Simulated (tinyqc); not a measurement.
Core-shell quantum dot (spherical envelope functions): sweeps and comparisons. A value that a table varies takes the place of the one given here.

Parabolic bands; strain and other valleys are left out. s states, u = r psi, hard wall at R + H, c = hbar^2/2m0, energies from the band edges of the core. Core: u = sin(k1 r)/k1, k1 = sqrt(m1 E/c). At R, psi and psi'/m are continuous, so u is continuous and its slope in the shell is s = u/R + (m2/m1)(u' - u/R). Shell: u(R + x) = u(R) cos(k2 x) + s sin(k2 x)/k2, k2 = sqrt(m2 (E - V)/c); for negative arguments the functions turn into sinh and cosh. A level has u(R + H) = 0.

Overlap = (integral of u_e u_h)^2 with normalised u. Coulomb integrals J_ab = (q/eps) double integral of u_a(r)^2 u_b(s)^2/max(r, s), q = e^2/(4 pi eps0), one eps everywhere. Exciton E = Eg + E_e + E_h - J_eh; first-order biexciton shift J_ee + J_hh - 2 J_eh (positive: repulsive).

Constants: hbar^2/2m0 = 3.80998211 eV angstrom^2; e^2/(4 pi eps0) = 14.39964547 eV angstrom; hc = 1239.841984 eV nm.

Parameters, chosen for this exercise (near those of a GaAs/AlGaAs core-shell dot; not measured data):
- R = 30 angstrom (core radius)
- Vc = 0.239 eV (conduction edge of the shell above that of the core)
- Vv = 0.138 eV (hole barrier of the shell)
- me1 = 0.065 m0 (electron, core)
- me2 = 0.09 m0 (electron, shell)
- mh1 = 0.384 m0 (hole, core)
- mh2 = 0.445 m0 (hole, shell)
- Eg = 1.405 eV (gap of the core)
- eps = 11.7 (dielectric constant)
- Hs = (3, 6, 12, 20, 30, 40, 65) angstrom (shell thicknesses)
- H = 11 angstrom (shell thickness)

## Growing the shell

All quantities anew for each H.

Results:
```
H (angstrom)  E_e (eV)  E_h (eV)  electron in core  overlap  J_eh (meV)  E (eV)  biexciton shift (meV)
3               0.4951    0.0880             0.992    0.999        65.2   1.923                    0.0
6               0.3998    0.0756             0.959    0.995        59.8   1.821                    0.1
12              0.3006    0.0652             0.863    0.982        53.7   1.717                    0.4
20              0.2476    0.0618             0.752    0.952        49.5   1.665                    1.1
30              0.2225    0.0610             0.660    0.907        46.6   1.642                    2.1
40              0.2125    0.0609             0.603    0.864        44.8   1.634                    2.9
65              0.2051    0.0609             0.535    0.795        42.3   1.629                    4.3
```

The line moves by -294 meV: the electron gives -290, the hole -27 and the weaker attraction +23 meV. Over the last step E_e moves by -7.4 meV and E_h by 0.0 meV; the electron level lies just below the shell edge Vc, so it is weakly bound and still feels the outer wall. The overlap goes from 0.999 to 0.795, which scales the radiative lifetime by 1.3 if the rate is proportional to it. Up to H = 40 angstrom E_e exceeds 0.15 Eg, where a parabolic band overstates it.

## What each parameter does

All quantities anew. Each row changes one parameter from the base and keeps the others.

Results:
```
case             E (eV)  overlap  electron in core  biexciton shift (meV)
base              1.729    0.985             0.879                    0.4
R = 27 angstrom   1.784    0.984             0.853                    0.4
H = 16 angstrom   1.684    0.968             0.803                    0.8
Vc = 0.139 eV     1.716    0.979             0.868                    0.5
Vv = 0.104 eV     1.727    0.990             0.879                    0.2
me2 = 0.112 m0    1.694    0.973             0.861                    0.7
mh1 = 0.307 m0    1.737    0.996             0.879                    0.1
eps = 13.5        1.736    0.985             0.879                    0.3
```

The largest shifts from the base row, up to three for each result and ties (the steps differ in size, so this ranks the rows, not the parameters). E (eV): R +0.055, H -0.044, me2 -0.035. overlap: H -0.016, me2 -0.012, mh1 +0.011; unchanged at the printed digits by eps. electron in core: H -0.076, R -0.026, me2 -0.018; unchanged at the printed digits by Vv, mh1 and eps. biexciton shift (meV): H +0.4, me2 +0.3, mh1 -0.3; unchanged at the printed digits by R.

tinyqc: `OMP_NUM_THREADS=1 python tinyqc.py 1281810 1281811 out.jsonl`; about 0.03 s, one thread, shared Intel(R) Xeon(R) Processor @ 2.30GHz.
